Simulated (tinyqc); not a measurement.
Heavy and light holes: cyclotron masses of warped hole bands.

Parameters, chosen for this exercise (near those of Si; the results hold for these values, not for the real material):
- g1 = 4.32 (Luttinger gamma1)
- g2 = 0.34 (gamma2)
- g3 = 1.45 (gamma3)
- ths = (0, 15, 30, 45, 60, 75, 90) degrees (angles)

E = c k^2 f(n) with f = g1 -/+ 2 sqrt(g2^2 + 3 (g3^2 - g2^2)(nx^2 ny^2 + ny^2 nz^2 + nz^2 nx^2)). For the orbit through k = 0 perpendicular to b = (sin(theta)/sqrt2, sin(theta)/sqrt2, cos(theta)), mc is the mean of 1/f over the directions n in that plane (180 evenly spaced angles). Quantum effects of the lowest levels are left out.

Cyclotron masses (m0):
```
theta (degrees),heavy,light
0,0.4121,0.1668
15,0.4398,0.1610
30,0.5024,0.1523
45,0.5518,0.1469
60,0.5584,0.1462
75,0.5452,0.1497
90,0.5368,0.1534
```

What does the comparison show?

The heavy mass varies by 35 % over the table, with its largest listed value at 60 degrees ([111] lies at 54.7) and its smallest at 0; the light mass varies by 14.1 %. The warping term enters both with the same size, but it is set against a small inverse mass in one and a large one in the other (along [111], g1 - 2 g3 = 1.42 and g1 + 2 g3 = 7.22).

Program tinyqc; command `OMP_NUM_THREADS=1 python tinyqc.py 1252591 1252592 out.jsonl`; about 0.01 s on one thread of a shared Intel(R) Xeon(R) Processor @ 2.30GHz.
